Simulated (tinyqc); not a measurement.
ROHF in the 3-21g basis, for H2+, spin multiplicity 2, step by step. One step of it, computed by the program tinyqc.

Task: Iteration 1: Roothaan effective Fock matrix. With projectors Pc = D(beta) S, Po = (D(alpha) - D(beta)) S, Pv = 1 - D(alpha) S, the block xy is Px^T F Py; with Fc = (F(alpha) + F(beta))/2, the blocks are Fc for cc, oo, vv and cv, F(beta) for co and F(alpha) for ov.

F(alpha) (hartree), order 1H 1s, 1H 2s, 2H 1s, 2H 2s:
```
[[-0.442461, -0.802051, -0.515828, -0.626126],
 [-0.802051, -0.768481, -0.626126, -0.706938],
 [-0.515828, -0.626126, -0.442461, -0.802051],
 [-0.626126, -0.706938, -0.802051, -0.768481]]
```

F(beta) (hartree), order 1H 1s, 1H 2s, 2H 1s, 2H 2s:
```
[[0.019991, -0.403819, -0.238426, -0.291739],
 [-0.403819, -0.368237, -0.291739, -0.334323],
 [-0.238426, -0.291739, 0.019991, -0.403819],
 [-0.291739, -0.334323, -0.403819, -0.368237]]
```

D(alpha) at the start, order 1H 1s, 1H 2s, 2H 1s, 2H 2s:
```
[[0.112068, 0.103369, 0.112068, 0.103369],
 [0.103369, 0.095345, 0.103369, 0.095345],
 [0.112068, 0.103369, 0.112068, 0.103369],
 [0.103369, 0.095345, 0.103369, 0.095345]]
```

D(beta) at the start, order 1H 1s, 1H 2s, 2H 1s, 2H 2s:
```
[[0.000000, 0.000000, 0.000000, 0.000000],
 [0.000000, 0.000000, 0.000000, 0.000000],
 [0.000000, 0.000000, 0.000000, 0.000000],
 [0.000000, 0.000000, 0.000000, 0.000000]]
```

overlap S, order 1H 1s, 1H 2s, 2H 1s, 2H 2s:
```
[[1.000000, 0.645899, 0.170283, 0.355719],
 [0.645899, 1.000000, 0.355719, 0.696763],
 [0.170283, 0.355719, 1.000000, 0.645899],
 [0.355719, 0.696763, 0.645899, 1.000000]]
```

Give: effective F.

Result:

effective F (hartree), order 1H 1s, 1H 2s, 2H 1s, 2H 2s:
```
[[-0.2407, -0.6050, -0.4065, -0.4610],
 [-0.6050, -0.5293, -0.4610, -0.4815],
 [-0.4065, -0.4610, -0.2407, -0.6050],
 [-0.4610, -0.4815, -0.6050, -0.5293]]
```
